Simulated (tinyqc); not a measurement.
Inside a calculation. Method: Hueckel theory of the pi electrons with the omega technique, for the molecule Bc1nnc2[nH]cnc2n1 (SMILES; centres numbered as the heavy atoms are written). Computed by tinyqc, a small Python program that keeps every step. Settings: charge = 0, omega = 1.4, damping = 0.7. Command: `OMP_NUM_THREADS=1 python tinyqc.py 23438 23439 out.jsonl` (the two numbers bound the seeds that draw the settings). One thread of a shared host (Intel(R) Xeon(R) Processor @ 2.60GHz), about 0.01 s of CPU time with the checks.

## The Hueckel matrix

Centres:
```
centre  z_r, pi electrons of the neutral centre          h
1B                                            0  -0.930000
2C                                            1   0.000000
3N                                            1   0.540000
4N                                            1   0.540000
5C                                            1   0.000000
6N                                            2   1.560000
7C                                            1   0.000000
8N                                            1   0.540000
9C                                            1   0.000000
10N                                           1   0.540000
```

Bonds:
```
i    j         k
1    2  0.670000
2    3  0.970000
3    4  0.970000
4    5  0.970000
5    6  0.720000
6    7  0.720000
7    8  0.970000
8    9  0.970000
9   10  0.970000
10   2  0.970000
9    5         1
```

H_rr = alpha + h_r beta, H_rs = k_rs beta for bonded centres.

Hueckel matrix in units of beta (H = alpha + beta A):
```
            1B        2C        3N        4N        5C        6N        7C        8N
1B   -0.930000  0.670000  0.000000  0.000000  0.000000  0.000000  0.000000  0.000000
2C    0.670000  0.000000  0.970000  0.000000  0.000000  0.000000  0.000000  0.000000
3N    0.000000  0.970000  0.540000  0.970000  0.000000  0.000000  0.000000  0.000000
4N    0.000000  0.000000  0.970000  0.540000  0.970000  0.000000  0.000000  0.000000
5C    0.000000  0.000000  0.000000  0.970000  0.000000  0.720000  0.000000  0.000000
6N    0.000000  0.000000  0.000000  0.000000  0.720000  1.560000  0.720000  0.000000
7C    0.000000  0.000000  0.000000  0.000000  0.000000  0.720000  0.000000  0.970000
8N    0.000000  0.000000  0.000000  0.000000  0.000000  0.000000  0.970000  0.540000
9C    0.000000  0.000000  0.000000  0.000000  1.000000  0.000000  0.000000  0.970000
10N   0.000000  0.970000  0.000000  0.000000  0.000000  0.000000  0.000000  0.000000

           9C       10N
1B   0.000000  0.000000
2C   0.000000  0.970000
3N   0.000000  0.000000
4N   0.000000  0.000000
5C   1.000000  0.000000
6N   0.000000  0.000000
7C   0.000000  0.000000
8N   0.970000  0.000000
9C   0.000000  0.970000
10N  0.970000  0.540000
```

## Orbitals, round 1

pi electrons, sum of z_r less the charge = 10

Diagonalise; E = alpha + x beta with beta < 0, so the largest x are filled first; degenerate levels share their electrons. P = sum n_i c_ri c_si; each orbital has its largest coefficient positive (the first on a tie).

x values: [2.555914, 1.981278, 1.648990, 1.117891, 0.885516, -0.430057, -0.550826, -1.051389, -1.424270, -1.943047]

occupations: [2.000000, 2.000000, 2.000000, 2.000000, 2.000000, 0.000000, 0.000000, 0.000000, 0.000000, 0.000000]

coefficients:
```
          MO1        MO2        MO3        MO4        MO5        MO6        MO7        MO8
1B   0.042417  -0.093859   0.012814   0.142051   0.076013  -0.345397   0.581730  -0.190912
2C   0.220690  -0.407835   0.049323   0.434188   0.205973  -0.257729   0.329219   0.034589
3N   0.260519  -0.462402  -0.328243  -0.000294   0.413847  -0.171464  -0.513747   0.195849
4N   0.320738  -0.279227  -0.424600  -0.434363  -0.058560   0.429203   0.248522  -0.355900
5C   0.406058   0.047512  -0.157197  -0.258484  -0.434706  -0.257765   0.234268   0.388043
6N   0.473902   0.571544  -0.359794   0.453792  -0.031980  -0.053985  -0.173959  -0.270346
7C   0.249451   0.286903   0.112727  -0.020162   0.464664   0.406978   0.275728   0.592482
8N   0.305531   0.161776   0.458699  -0.360072   0.447931  -0.140365  -0.027451  -0.441526
9C   0.385523  -0.046527   0.411698  -0.194356  -0.305110  -0.266604  -0.244857   0.131888
10N  0.291692  -0.305792   0.403242   0.402562  -0.278317   0.524303  -0.075017  -0.101473

           MO9       MO10
1B    0.632507  -0.262771
2C   -0.466611   0.397313
3N    0.201263  -0.259040
4N    0.059050   0.265789
5C   -0.320841  -0.421338
6N    0.039195   0.067475
7C    0.158383   0.093047
8N   -0.261650  -0.236471
9C    0.371465   0.512281
10N   0.046986  -0.355332
```

charge and bond-order matrix P:
```
            1B         2C         3N         4N         5C         6N         7C         8N
1B    0.073459   0.251211   0.163322  -0.063563  -0.118022   0.047756   0.035107  -0.026894
2C    0.251211   0.896820   0.630003  -0.073875  -0.278572   0.088376   0.061113  -0.080006
3N    0.163322   0.630003   1.121398   0.655877  -0.088821  -0.072181   0.175252   0.079413
4N   -0.063563  -0.073875   0.655877   1.106452   0.642899  -0.100123  -0.132840  -0.023539
5C   -0.118022  -0.278572  -0.088821   0.642899   0.895268   0.345498  -0.199157  -0.084003
6N    0.047756   0.088376  -0.072181  -0.100123   0.345498   1.775296   0.435250  -0.211012
7C    0.035107   0.061113   0.175252  -0.132840  -0.199157   0.435250   0.747131   0.779469
8N   -0.026894  -0.080006   0.079413  -0.023539  -0.084003  -0.211012   0.779469   1.320440
9C   -0.049611  -0.045737  -0.278796   0.128250   0.544975  -0.140917  -0.017250   0.464844
10N   0.164540   0.652875  -0.060539  -0.301668   0.114913   0.019913  -0.213907  -0.090000

            9C        10N
1B   -0.049611   0.164540
2C   -0.045737   0.652875
3N   -0.278796  -0.060539
4N    0.128250  -0.301668
5C    0.544975   0.114913
6N   -0.140917   0.019913
7C   -0.017250  -0.213907
8N    0.464844  -0.090000
9C    0.902309   0.598745
10N   0.598745   1.161427
```

## Omega technique, round 1

h_r = h_r(0) + omega q_r, omega = 1.4, with q_r = z_r - P_rr; 0.7 of the old diagonal is kept.

matrix after round 1:
```
            1B        2C        3N        4N        5C        6N        7C        8N
1B   -0.960853  0.670000  0.000000  0.000000  0.000000  0.000000  0.000000  0.000000
2C    0.670000  0.043335  0.970000  0.000000  0.000000  0.000000  0.000000  0.000000
3N    0.000000  0.970000  0.489013  0.970000  0.000000  0.000000  0.000000  0.000000
4N    0.000000  0.000000  0.970000  0.495290  0.970000  0.000000  0.000000  0.000000
5C    0.000000  0.000000  0.000000  0.970000  0.043987  0.720000  0.000000  0.000000
6N    0.000000  0.000000  0.000000  0.000000  0.720000  1.654376  0.720000  0.000000
7C    0.000000  0.000000  0.000000  0.000000  0.000000  0.720000  0.106205  0.970000
8N    0.000000  0.000000  0.000000  0.000000  0.000000  0.000000  0.970000  0.405415
9C    0.000000  0.000000  0.000000  0.000000  1.000000  0.000000  0.000000  0.970000
10N   0.000000  0.970000  0.000000  0.000000  0.000000  0.000000  0.000000  0.000000

           9C       10N
1B   0.000000  0.000000
2C   0.000000  0.970000
3N   0.000000  0.000000
4N   0.000000  0.000000
5C   1.000000  0.000000
6N   0.000000  0.000000
7C   0.000000  0.000000
8N   0.970000  0.000000
9C   0.041030  0.970000
10N  0.970000  0.472201
```

## Orbitals, round 2

As before.

x values: [2.577530, 2.004922, 1.616324, 1.117521, 0.879265, -0.439176, -0.555787, -1.041224, -1.427148, -1.942227]

occupations: [2.000000, 2.000000, 2.000000, 2.000000, 2.000000, 0.000000, 0.000000, 0.000000, 0.000000, 0.000000]

coefficients:
```
          MO1        MO2        MO3        MO4        MO5        MO6        MO7        MO8
1B   0.037919  -0.095136   0.002017   0.153635   0.050025  -0.302587   0.577879  -0.229832
2C   0.200255  -0.421124   0.007758   0.476584   0.137392  -0.235601   0.349372   0.027570
3N   0.232770  -0.446761  -0.362495   0.054488   0.397560  -0.207420  -0.496963   0.232540
4N   0.300925  -0.277071  -0.429041  -0.441279   0.022555   0.434080   0.185914  -0.394416
5C   0.413208   0.015550  -0.133350  -0.337557  -0.388632  -0.210759   0.295510   0.392230
6N   0.530229   0.575027  -0.314590   0.413859  -0.107571  -0.074248  -0.185051  -0.248227
7C   0.266630   0.264414   0.149976   0.028970   0.504437   0.426651   0.272537   0.537104
8N   0.285736   0.090750   0.466996  -0.276990   0.481867  -0.184772  -0.048639  -0.451098
9C   0.373217  -0.114769   0.433003  -0.232317  -0.269042  -0.265768  -0.224339   0.135655
10N  0.264219  -0.339146   0.373682   0.367165  -0.313712   0.533619  -0.117980  -0.104616

           MO9       MO10
1B    0.641020  -0.272340
2C   -0.446126   0.398907
3N    0.197462  -0.265962
4N    0.056055   0.267710
5C   -0.308558  -0.406767
6N    0.033448   0.062377
7C    0.165404   0.095177
8N   -0.286294  -0.247294
9C    0.375474   0.503336
10N   0.036082  -0.362477
```

charge and bond-order matrix P:
```
            1B         2C         3N         4N         5C         6N         7C         8N
1B    0.073198   0.255533   0.157716  -0.059525  -0.114764   0.045934   0.029886  -0.030614
2C    0.255533   0.927033   0.625065  -0.067186  -0.278210   0.088084   0.052638  -0.086357
3N    0.157716   0.625065   1.092405   0.668557  -0.070646  -0.079313   0.183382   0.066325
4N   -0.059525  -0.067186   0.668557   1.093272   0.634880  -0.099691  -0.117556  -0.012842
5C   -0.114764  -0.278210  -0.070646   0.634880   0.907488   0.344183  -0.223067  -0.073127
6N    0.045934   0.088084  -0.079313  -0.099691   0.344183   1.787234   0.407932  -0.219386
7C    0.029886   0.052638   0.183382  -0.117556  -0.223067   0.407932   0.837589   0.810533
8N   -0.030614  -0.086357   0.066325  -0.012842  -0.073127  -0.219386   0.810533   1.233771
9C   -0.046414  -0.042506  -0.276865   0.109563   0.555338  -0.143058  -0.016682   0.466287
10N   0.167507   0.661032  -0.054303  -0.311890   0.104105   0.026445  -0.221588  -0.067283

            9C        10N
1B   -0.046414   0.167507
2C   -0.042506   0.661032
3N   -0.276865  -0.054303
4N    0.109563  -0.311890
5C    0.555338   0.104105
6N   -0.143058   0.026445
7C   -0.016682  -0.221588
8N    0.466287  -0.067283
9C    0.932619   0.596886
10N   0.596886   1.115391
```

## Omega technique, round 2

As before.

matrix after round 2:
```
            1B        2C        3N        4N        5C        6N        7C        8N
1B   -0.982340  0.670000  0.000000  0.000000  0.000000  0.000000  0.000000  0.000000
2C    0.670000  0.060981  0.970000  0.000000  0.000000  0.000000  0.000000  0.000000
3N    0.000000  0.970000  0.465499  0.970000  0.000000  0.000000  0.000000  0.000000
4N    0.000000  0.000000  0.970000  0.469529  0.970000  0.000000  0.000000  0.000000
5C    0.000000  0.000000  0.000000  0.970000  0.069646  0.720000  0.000000  0.000000
6N    0.000000  0.000000  0.000000  0.000000  0.720000  1.715425  0.720000  0.000000
7C    0.000000  0.000000  0.000000  0.000000  0.000000  0.720000  0.142556  0.970000
8N    0.000000  0.000000  0.000000  0.000000  0.000000  0.000000  0.970000  0.347607
9C    0.000000  0.000000  0.000000  0.000000  1.000000  0.000000  0.000000  0.970000
10N   0.000000  0.970000  0.000000  0.000000  0.000000  0.000000  0.000000  0.000000

           9C       10N
1B   0.000000  0.000000
2C   0.000000  0.970000
3N   0.000000  0.000000
4N   0.000000  0.000000
5C   1.000000  0.000000
6N   0.000000  0.000000
7C   0.000000  0.000000
8N   0.970000  0.000000
9C   0.057021  0.970000
10N  0.970000  0.444076
```

## Convergence

Each round sets h_r = h_r(0) + omega (z_r - P_rr), keeping the share named as damping of the old diagonal; repeat until output and input diagonals agree to 1e-6.

Rounds:
```
round    sum n x  largest |h(out) - h(in)|
1      16.379178                  4.49e-01
2      16.391123                  2.03e-01
3      16.429923                  1.30e-01
4      16.463756                  8.36e-02
5      16.488568                  5.37e-02
6      16.505778                  3.46e-02
7      16.517435                  2.23e-02
8      16.525237                  1.43e-02
9      16.530428                  9.25e-03
10     16.533869                  5.97e-03
11     16.536147                  3.85e-03
12     16.537654                  2.49e-03
13     16.538650                  1.61e-03
14     16.539308                  1.04e-03
15     16.539743                  6.74e-04
16     16.540031                  4.37e-04
17     16.540221                  2.83e-04
18     16.540347                  1.83e-04
19     16.540431                  1.19e-04
20     16.540486                  7.73e-05
21     16.540523                  5.02e-05
22     16.540547                  3.26e-05
23     16.540564                  2.12e-05
24     16.540574                  1.38e-05
25     16.540581                  9.16e-06
26     16.540586                  6.19e-06
27     16.540589                  4.19e-06
28     16.540592                  2.83e-06
29     16.540593                  1.91e-06
30     16.540594                  1.29e-06
31     16.540594                  8.74e-07
```

Converged in 31 rounds.

## Energy, charges, bond orders

final x values: [2.633788, 2.046814, 1.590624, 1.132911, 0.866160, -0.461783, -0.571318, -1.049494, -1.450453, -1.947249]

occupations: [2.000000, 2.000000, 2.000000, 2.000000, 2.000000, 0.000000, 0.000000, 0.000000, 0.000000, 0.000000]

final P:
```
            1B         2C         3N         4N         5C         6N         7C         8N
1B    0.070127   0.253503   0.151883  -0.053143  -0.111080   0.042414   0.023642  -0.031048
2C    0.253503   0.947911   0.622648  -0.057157  -0.280859   0.086652   0.042268  -0.087905
3N    0.151883   0.622648   1.072209   0.676298  -0.054757  -0.079373   0.187938   0.056561
4N   -0.053143  -0.057157   0.676298   1.073423   0.632789  -0.101212  -0.100237  -0.008143
5C   -0.111080  -0.280859  -0.054757   0.632789   0.928124   0.329869  -0.241722  -0.063862
6N    0.042414   0.086652  -0.079373  -0.101212   0.329869   1.810753   0.375173  -0.214632
7C    0.023642   0.042268   0.187938  -0.100237  -0.241722   0.375173   0.891522   0.831191
8N   -0.031048  -0.087905   0.056561  -0.008143  -0.063862  -0.214632   0.831191   1.169892
9C   -0.041778  -0.037879  -0.276012   0.091802   0.566115  -0.142558  -0.009722   0.464225
10N   0.166656   0.666878  -0.051439  -0.319267   0.091573   0.029490  -0.224414  -0.051499

            9C        10N
1B   -0.041778   0.166656
2C   -0.037879   0.666878
3N   -0.276012  -0.051439
4N    0.091802  -0.319267
5C    0.566115   0.091573
6N   -0.142558   0.029490
7C   -0.009722  -0.224414
8N    0.464225  -0.051499
9C    0.950702   0.594450
10N   0.594450   1.085336
```

E = sum n x; q_r = z_r - P_rr; bond order p = P_rs; free valence = sqrt(3) - sum of p over the bonds of the atom.

pi energy = 10 alpha + this times beta = 16.540594

pi charges: 1B -0.070127, 2C 0.052089, 3N -0.072209, 4N -0.073423, 5C 0.071876, 6N 0.189247, 7C 0.108478, 8N -0.169892, 9C 0.049298, 10N -0.085336

Bond orders and lengths from R = 1.517 - 0.180 p (angstrom, C-C alone):
```
bond         p         R
1-2   0.253503         -
2-3   0.622648         -
3-4   0.676298         -
4-5   0.632789         -
5-6   0.329869         -
6-7   0.375173         -
7-8   0.831191         -
8-9   0.464225         -
9-10  0.594450         -
10-2  0.666878         -
9-5   0.566115  1.415099
```

free valence of the carbons: 2C 0.189022, 5C 0.203278, 7C 0.525687, 9C 0.107261

gap between the highest filled and the next level = 1.327943 |beta|
